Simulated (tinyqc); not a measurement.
# Poole-Frenkel parameters from three currents

Problem. Poole-Frenkel conduction in an insulator follows J = s0 F exp[-(pt - sqrt(q F/(pi eps0 ei)))/Vt], Vt = kB T/q, F in V/cm. Find ei, pt and s0.

Constants: q = 1.602176634e-19 C, kB = 1.380649e-23 J/K, eps0 = 8.8541878128e-14 F/cm where lengths are in cm. Results are converted to the units shown.

J at (0.88 MV/cm, 350 K), (3.5 MV/cm, 350 K) and (3.5 MV/cm, 400 K) (A/cm^2): 2.6155483e-4  56.800312  141.44637

Answer. The two fields give the lowering coefficient and so ei; the two temperatures give the lowered barrier, to which the lowering is added back.

ei = 4.63
pt = 0.880 eV
s0 = 0.0240 S/cm

Numbers from tinyqc (`OMP_NUM_THREADS=1 python tinyqc.py 2370005 2370006 out.jsonl`; about 0.01 s on one thread of a shared Intel Xeon 2.30GHz).
